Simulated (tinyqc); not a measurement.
Chemically amplified photoresist: aerial image, acid generation, bake, development and line width: one step, computed by the program tinyqc.

Lines and spaces of pitch p with a two-beam-like image; x = 0 is the middle of the bright space. The resist is positive and treated as uniform in depth.

Task: Space width and dose latitude. Dose E(x) = E [1 + c cos(2 pi x/p)]; acid h = 1 - exp(-C E(x)). Bake: the acid image is blurred by a Gaussian of variance sigma^2 = 2 D t (each Fourier term k of h, taken on 64 points, is multiplied by exp(-4 pi^2 k^2 D t/p^2)). The quencher then removes q, h_eff = max(h_blurred - q, 0); protection m = exp(-k_amp t h_eff). Mack rate r = r_max (a + 1)(1 - m)^n/(a + (1 - m)^n) + r_min, a = ((n + 1)/(n - 1))(1 - m_th)^n. Edge: vertical development clears the film where r t_d >= d; the space width is twice the x where r = d/t_d. Dose sensitivity = d ln(width)/d ln E from widths at 1.005 E and E/1.005; image log-slope at the edge = |d ln E/dx|, normalised by the width (NILS); latitude for 10 % of width = 10 %/sensitivity.

Inputs (values chosen for the exercise, for a model resist at 13.5 nm):
```
quantity                                         value     unit
pitch p                                             26       nm
image contrast c                                  0.53        -
mean dose E                                       17.2  mJ/cm^2
Dill parameter C                                 0.031  cm^2/mJ
quencher load q, relative to the acid generator   0.17        -
acid diffusivity D                               0.094   nm^2/s
bake time t                                         60        s
amplification rate k_amp                         0.022      1/s
threshold protection m_th                         0.62        -
development selectivity n                           20        -
largest rate r_max                                 130     nm/s
smallest rate r_min                              0.047     nm/s
resist thickness d                                  27       nm
development time t_d                                30        s
```

Give: space width; dose sensitivity; NILS; dose latitude.

Result:

space width = 10.71 nm

dose sensitivity = 2.167

NILS = 1.152

dose latitude = 4.614 %

At the same width a resist without blur would give a sensitivity 2/NILS = 1.736; the blur multiplies it by 1.25. Caution: lateral development, standing waves and the joint diffusion of acid and quencher are left out, so widths are indicative.
